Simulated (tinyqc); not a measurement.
Heterojunction of two tight-binding chains: sweeps and comparisons. A value that a table varies takes the place of the one given here.

Left chain: hopping -t1, sites at 2 t1 (band bottom 0). Right chain: hopping -t2, sites at dE + 2 t2 (bottom dE). t = c/(m a^2), c = hbar^2/2m0. The bond across the interface is -tc with tc = f sqrt(t1 t2), and the last left site has the extra energy U. In a chain E = bottom + 2t (1 - cos(ka)); the surface Green function of a half chain is g = -exp(ika)/t, with Im k > 0 where cos(ka) > 1.

Constants: hbar^2/2m0 = 3.80998211 eV angstrom^2.

Values chosen for the exercise (masses and offset of the size met at GaN / AlGaN; the results hold for these values, not for the real material): a = 5 angstrom (site spacing); m1 = 0.197 m0 (mass on the left); m2 = 0.245 m0 (mass on the right); dE = 0.53 eV (band offset); f = 1.16 (factor on the interface hopping); U = 0 eV (extra energy on the last left site); E = 0.546 eV (electron energy).

## Transmission against energy, and which matching rule a chain obeys

Chain A is the junction as given; chain B has tc = sqrt(t1 t2) and U = 0; chain C has tc = t2 and U = t2 - t1, the finite-difference form of -d/dx (c/m) d/dx. Continuum formulas T = 4 x y/(x + y)^2 with parabolic k: x, y = k/m on each side (BenDaniel-Duke) or x, y = k (slope continuous).

T:
```
E - dE (eV)  E (eV)  chain A  chain B  chain C  k/m matched  k matched
0.002         0.532   0.1980   0.2207   0.1816       0.1976     0.2396
0.005         0.535   0.2942   0.3255   0.2712       0.2936     0.3514
0.010         0.540   0.3883   0.4266   0.3599       0.3877     0.4576
0.020         0.550   0.4995   0.5436   0.4661       0.4988     0.5785
0.050         0.580   0.6604   0.7077   0.6236       0.6599     0.7433
0.100         0.630   0.7758   0.8204   0.7403       0.7757     0.8520
0.200         0.730   0.8689   0.9067   0.8380       0.8696     0.9309
0.400         0.930   0.9308   0.9603   0.9064       0.9327     0.9759
```

What can be read from the table?

Chain C follows the k/m rule within 0.0363 and chain B the plain k rule within 0.0356, while the two rules differ by up to 0.0834: in B the self-energy of the right side is -t1 exp(i k2 a), so only k2 enters, and in C it is -t2 exp(i k2 a), which carries 1/m2. Chain A, with f = 1.16 and U = 0 eV, has an interface term of its own and lies up to 0.0473 from B and 0.0367 from C.

## When the interface binds a state

A state below both bands solves E - 2 t1 - U - S1(E) - S2(E) = 0 for E < 0, with S1 = -t1 z1, S2 = -(tc^2/t2) z2 and |z| < 1 the decaying root of z + 1/z = 2 - (E - bottom)/t. Decay lengths -a/ln|z|. The threshold is the U that solves the equation at E = 0. A dash: no bound state.

Interface state:
```
U (eV)   E (eV)  decay left (angstrom)  decay right (angstrom)
-0.10         -                      -                       -
-0.21         -                      -                       -
-0.31         -                      -                       -
-0.38   -0.0013                  122.9                     5.6
-0.45   -0.0112                   41.6                     5.5
-0.56   -0.0408                   21.8                     5.4
-0.69   -0.0908                   14.7                     5.2
-1.04   -0.2749                    8.5                     4.6
```

threshold U = -0.3474 eV

How do the results move?

The step pushes the state out, the strengthened bond draws it in less strongly, so an attraction must exceed 0.3474 eV to bind; 5 of the 8 rows are bound. At U = -1.04 eV the state decays over 8.5 angstrom to the left and 4.6 to the right, where the band lies higher.

## What each parameter does

T = 4 Im(S1) Im(S2) |G|^2 with G = 1/(E - 2 t1 - U - S1 - S2), S1 = -t1 exp(i k1 a), S2 = -(tc^2/t2) exp(i k2 a). Each row changes one parameter from the base and keeps the others.

Results:
```
case                 T    k1 a    k2 a
base            0.4621  0.8670  0.1606
m1 = 0.2364 m0  0.4312  0.9563  0.1606
m2 = 0.294 m0   0.4935  0.8670  0.1759
dE = 0.48 eV    0.7242  0.8670  0.3272
f = 1.044       0.5007  0.8670  0.1606
U = 0.2 eV      0.5784  0.8670  0.1606
a = 4 angstrom  0.4532  0.6854  0.1284
```

How do the results move?

The largest shifts from the base row, up to three for each result and ties (the steps differ in size, so this ranks the rows, not the parameters). T: dE +0.2621, U +0.1163, f +0.0386. k1 a: a -0.1816, m1 +0.0893; unchanged at the printed digits by m2, dE, f and U. k2 a: dE +0.1666, a -0.0322, m2 +0.0154; unchanged at the printed digits by m1, f and U.

tinyqc: `OMP_NUM_THREADS=1 python tinyqc.py 1451755 1451756 out.jsonl`; about 0.01 s, one thread, shared Intel(R) Xeon(R) Processor @ 2.30GHz.
